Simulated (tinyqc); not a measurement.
# Surface Green function of a two-leg ladder, Sancho-Rubio decimation, step by step

tinyqc, about 0.08 s, one thread, Intel Xeon 2.30GHz (shared host): `OMP_NUM_THREADS=1 python tinyqc.py 2680032 2680033 out.jsonl` Printed values are rounded.

A semi-infinite lead of cells 0, 1, 2, ... with H0 inside a cell and H1 = <cell i|H|cell i + 1>. One rung (site 1 on leg a, site 2 on leg b) is a cell; all hoppings enter with a minus sign. z = E + i eta.

Inputs (values chosen for the exercise): hopping along leg a ta = 1 eV; hopping along leg b tb = 1.25 eV; rung hopping tp = 0.75 eV; diagonal hopping from a to the next b td = 0 eV; site energy on leg b (0 on leg a) eb = -0.08 eV; energy E = 0.7 eV; broadening eta = 0.01 eV.

## The blocks

Read off from the list of hoppings.

H0 (eV):

|  | 1 | 2 |
|---|---|---|
| 1 | 0 | -0.75 |
| 2 | -0.75 | -0.08 |

H1 (eV):

|  | 1 | 2 |
|---|---|---|
| 1 | -1 | 0 |
| 2 | 0 | -1.25 |

## Round 1: decimation

Start with e_s = e = H0, a = H1, b = H1^dagger. Each round: g = (z - e)^(-1); e_s <- e_s + a g b; e <- e + a g b + b g a; a <- a g a; b <- b g b (all with the old a, b). Round k joins cells 2^k apart.

g (1/eV):

|  | 1 | 2 |
|---|---|---|
| 1 | -25.8795-23.6757i | 25.1719+22.4424i |
| 2 | 25.1719+22.4424i | -23.1945-21.2818i |

e_s after round 1 (eV):

|  | 1 | 2 |
|---|---|---|
| 1 | -25.8795-23.6757i | 30.7148+28.0530i |
| 2 | 30.7148+28.0530i | -36.3214-33.2529i |

e after round 1 (eV):

|  | 1 | 2 |
|---|---|---|
| 1 | -51.7590-47.3514i | 62.1796+56.1059i |
| 2 | 62.1796+56.1059i | -72.5628-66.5058i |

a after round 1 (eV):

|  | 1 | 2 |
|---|---|---|
| 1 | -25.8795-23.6757i | 31.4648+28.0530i |
| 2 | 31.4648+28.0530i | -36.2414-33.2529i |

b after round 1 (eV):

|  | 1 | 2 |
|---|---|---|
| 1 | -25.8795-23.6757i | 31.4648+28.0530i |
| 2 | 31.4648+28.0530i | -36.2414-33.2529i |

## Round 2: decimation

As before.

g (1/eV):

|  | 1 | 2 |
|---|---|---|
| 1 | -3.14840-0.37302i | -2.66565-0.30753i |
| 2 | -2.66565-0.30753i | -2.24942-0.26015i |

e_s after round 2 (eV):

|  | 1 | 2 |
|---|---|---|
| 1 | -14.5139-12.0244i | 13.3164+13.8343i |
| 2 | 13.3164+13.8343i | -19.9581-16.8297i |

e after round 2 (eV):

|  | 1 | 2 |
|---|---|---|
| 1 | -29.0279-24.0487i | 27.3828+27.6686i |
| 2 | 27.3828+27.6686i | -39.8361-33.6594i |

a after round 2 (eV):

|  | 1 | 2 |
|---|---|---|
| 1 | 11.3656+11.6513i | -17.3984-14.2187i |
| 2 | -17.3984-14.2187i | 16.3633+16.4232i |

b after round 2 (eV):

|  | 1 | 2 |
|---|---|---|
| 1 | 11.3656+11.6513i | -17.3984-14.2187i |
| 2 | -17.3984-14.2187i | 16.3633+16.4232i |

## Round 3: decimation

As before.

g (1/eV):

|  | 1 | 2 |
|---|---|---|
| 1 | 0.0844018-0.0127330i | 0.0629696-0.0032942i |
| 2 | 0.0629696-0.0032942i | 0.0611317-0.0100205i |

e_s after round 3 (eV):

|  | 1 | 2 |
|---|---|---|
| 1 | -7.03309-6.01911i | 6.51188+6.91657i |
| 2 | 6.51188+6.91657i | -9.76815-8.42419i |

e after round 3 (eV):

|  | 1 | 2 |
|---|---|---|
| 1 | -14.0662-12.0382i | 13.7738+13.8331i |
| 2 | 13.7738+13.8331i | -19.4563-16.8484i |

a after round 3 (eV):

|  | 1 | 2 |
|---|---|---|
| 1 | 7.4809+6.0052i | -6.8045-6.9177i |
| 2 | -6.8045-6.9177i | 10.1899+8.4055i |

b after round 3 (eV):

|  | 1 | 2 |
|---|---|---|
| 1 | 7.4809+6.0052i | -6.8045-6.9177i |
| 2 | -6.8045-6.9177i | 10.1899+8.4055i |

## Course of the decimation

Stop when the largest entry of a and b is below 1e-12 eV, or after 60 rounds. The last column is -Im Tr (z - e_s)^(-1)/pi. At the end g_s = (z - e_s)^(-1), and the bulk Green function is (z - e)^(-1).

Course of the iteration:

| round | largest \|a\|, \|b\| (eV) | surface density of states (1/eV) |
|---|---|---|
| 1 | 49.2 | 0.0144065 |
| 2 | 23.2 | 0.0116806 |
| 3 | 13.2 | 0.0212920 |
| 4 | 6.64 | 0.0419673 |
| 5 | 3.42 | 0.190761 |
| 6 | 2.06 | 0.174503 |
| 7 | 1.17 | 0.338373 |
| 8 | 0.560 | 0.548239 |
| 9 | 0.167 | 0.494596 |
| 10 | 0.0141 | 0.496918 |
| 11 | 1.36e-4 | 0.496873 |
| 12 | 1.47e-8 | 0.496873 |
| 13 | < 1e-11 | 0.496873 |

Converged in 13 rounds, which stand for 2^13 cells. E lies inside a band (2 open mode(s)), where only eta damps the waves, over about v/eta cells with v the group velocity in eV a cell.

## Self-energy, Dyson check and densities of states

converged surface Green function g_s (1/eV):

|  | 1 | 2 |
|---|---|---|
| 1 | 0.347680-0.860359i | 0.298190+0.113798i |
| 2 | 0.298190+0.113798i | 0.248231-0.700614i |

converged bulk Green function (1/eV):

|  | 1 | 2 |
|---|---|---|
| 1 | 0.002050-0.590336i | 0.001628-0.076353i |
| 2 | 0.001628-0.076353i | 0.001271-0.464536i |

Sigma = H1 g_s H1^dagger is what the lead adds to one more cell, and (z - H0 - Sigma)^(-1) must give g_s back. Densities of states: -Im of the diagonals over pi.

Sigma (eV):

|  | 1 | 2 |
|---|---|---|
| 1 | 0.34768-0.86036i | 0.37274+0.14225i |
| 2 | 0.37274+0.14225i | 0.38786-1.09471i |

(z - H0 - Sigma)^(-1) (1/eV):

|  | 1 | 2 |
|---|---|---|
| 1 | 0.347680-0.860359i | 0.298190+0.113798i |
| 2 | 0.298190+0.113798i | 0.248231-0.700614i |

| orbital | surface density of states (1/eV) | bulk density of states (1/eV) |
|---|---|---|
| 1 | 0.273861 | 0.187910 |
| 2 | 0.223012 | 0.147866 |

The surface cell holds 0.497 states per eV against 0.336 for a bulk cell.
